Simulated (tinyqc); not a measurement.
Charge neutrality of a doped semiconductor with incomplete ionisation: one step, computed by the program tinyqc. Command: `OMP_NUM_THREADS=1 python tinyqc.py 3020911 3020912 out.jsonl dopant walk`. One thread of a shared host (Intel(R) Xeon(R) Processor @ 2.30GHz), about 0.04 s of CPU time with the checks.

Energies are counted from the top of the valence band; E_D is measured down from the conduction band and E_A up from the valence band.

Task: The closed form for the extrinsic range. With Boltzmann statistics, no holes and every acceptor ionised, n (n + N_A) = n1 (N_D - N_A - n) with n1 = (N_c/g_D) exp(-E_D/k_B T). Take the positive root.

Inputs (values chosen for the exercise, modelled on ZnSe):

| quantity | value | unit |
|---|---|---|
| donor density N_D | 9.5e+17 | cm^-3 |
| acceptor density N_A | 2.1e+16 | cm^-3 |
| donor depth E_D | 0.0267 | eV |
| donor degeneracy g_D | 2 | - |
| temperature T | 60 | K |

Doping: n-type, compensated. Statistics of the bands: Fermi-Dirac.

N_c = 1.330094e+17 cm^-3

k_B T = 0.005170400 eV

Give: n1; n from the quadratic.

Result:

n1 = 3.803e+14 cm^-3

n from the quadratic = 1.093e+16 cm^-3
